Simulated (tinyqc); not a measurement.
Reverse leakage of an n+-p junction: diffusion, generation, trap-assisted and band-to-band tunnelling: two steps of the calculation.

One-sided abrupt junction in the depletion approximation, x from the junction (0) to W on the p side, field F = F0 (1 - x/W). Flat quasi-Fermi levels, long p side. Traps generate through SRH with both lifetimes shortened by 1 + Gamma (Hurkx enhancement, form for moderate fields); band-to-band generation is local and needs a total bending above Eg.

Parameters, values chosen for the exercise; band and dielectric values close to those of In0.53Ga0.47As: temperature T = 400 K; band gap Eg = 0.733 eV; relative permittivity eps_r = 14; conduction-band density of states at T Nc = 3.19e17 cm^-3; valence-band density of states at T Nv = 1.17e19 cm^-3; acceptor density of the lighter side Na = 3.6e16 cm^-3; donor density of the heavier side Nd = 1e19 cm^-3; SRH lifetime of both carriers at zero field tau = 1e-7 s; trap level above the intrinsic level Et = 0 eV; tunnelling mass mt = 0.047 m0; electron diffusion coefficient on the lighter side Dn = 3.6 cm^2/s; band-to-band prefactor Ab = 2.7e16 cm^-0.5 V^-2.5 s^-1; band-to-band field constant Bb = 5.78e6 V/cm; reverse bias VR = 2 V.

Constants: q = 1.602176634e-19 C, kB = 1.380649e-23 J/K, hbar = 1.054571817e-34 J s, m0 = 9.1093837015e-31 kg, Vt = kB T/q, eps0 = 8.8541878128e-14 F/cm where lengths are in cm. Results are converted to the units shown.

Question 1. Field, scales and diffusion current. ni = sqrt(Nc Nv) exp(-Eg/(2 Vt)), Eg in volts; Vbi = Vt ln(Na Nd/ni^2); W = sqrt(2 eps0 eps_r (Vbi + VR)/(q Na)); F0 = 2 (Vbi + VR)/W; FG = sqrt(24 mt m0 (kB T)^3)/(q hbar); J_diff = q ni^2 sqrt(Dn/tau)(1 - exp(-VR/Vt))/Na.

Wanted: ni; Vbi; W; F0; FG; J_diff.

Answer 1.

ni = 4.6590e13 cm^-3
Vbi = 0.65239 V
W = 337.65 nm
F0 = 157.11 kV/cm
FG = 246.22 kV/cm
J_diff = 5.7962e-5 A/cm^2

Question 2. Generation rates across the layer. u = (Vbi + VR)(1 - x/W)^2, p = Na exp(-u/Vt), n = Nd exp((u - Vbi - VR)/Vt); G0 = ni^2 (1 - exp(-VR/Vt))/(tau (n + p + 2 ni cosh(Et/Vt))); Gamma = 2 sqrt(3 pi)(F/FG) exp((F/FG)^2); trap-assisted part G0 Gamma; G_bb = Ab F^2.5 exp(-Bb/F) with F in V/cm, zero unless Vbi + VR > Eg. 12 equal steps.

ni = 4.6589871e13 cm^-3
Vbi = 0.65238740 V
W = 337.64896 nm
F0 = 157.10917 kV/cm
FG = 246.22231 kV/cm

Find: x; F; Gamma; G0; G0 Gamma; G_bb.

Answer 2.

| point | x (nm) | F (kV/cm) | Gamma | G0 (cm^-3 s^-1) | G0 Gamma (cm^-3 s^-1) | G_bb (1e13 cm^-3 s^-1) |
|---|---|---|---|---|---|---|
| 0 | 0.00 | 157.11 | 5.8865 | 2.1706e15 | 1.2777e16 | 2.7816 |
| 1 | 28.14 | 144.02 | 5.0563 | 1.5601e20 | 7.8883e20 | 0.0789 |
| 2 | 56.27 | 130.92 | 4.3316 | 2.3295e20 | 1.0090e21 | 0.0011 |
| 3 | 84.41 | 117.83 | 3.6946 | 2.3295e20 | 8.6064e20 | 0.0000 |
| 4 | 112.55 | 104.74 | 3.1299 | 2.3295e20 | 7.2912e20 | 0.0000 |
| 5 | 140.69 | 91.65 | 2.6250 | 2.3295e20 | 6.1149e20 | 0.0000 |
| 6 | 168.82 | 78.55 | 2.1688 | 2.3295e20 | 5.0521e20 | 0.0000 |
| 7 | 196.96 | 65.46 | 1.7520 | 2.3281e20 | 4.0787e20 | 0.0000 |
| 8 | 225.10 | 52.37 | 1.3664 | 2.1674e20 | 2.9615e20 | 0.0000 |
| 9 | 253.24 | 39.28 | 1.0047 | 5.6132e19 | 5.6395e19 | 0.0000 |
| 10 | 281.37 | 26.18 | 0.66039 | 5.0021e18 | 3.3033e18 | 0.0000 |
| 11 | 309.51 | 13.09 | 0.32741 | 1.0243e18 | 3.3537e17 | 0.0000 |
| 12 | 337.65 | 0.00 | 0 | 6.0139e17 | 0 | 0.0000 |

Range of the model: The n+ side is degenerate, so Vbi from Boltzmann statistics is only a guide.

Computed by the program tinyqc: `OMP_NUM_THREADS=1 python tinyqc.py 2290057 2290058 out.jsonl`, one thread of a shared Intel Xeon 2.30GHz, about 0.01 s for the whole run.
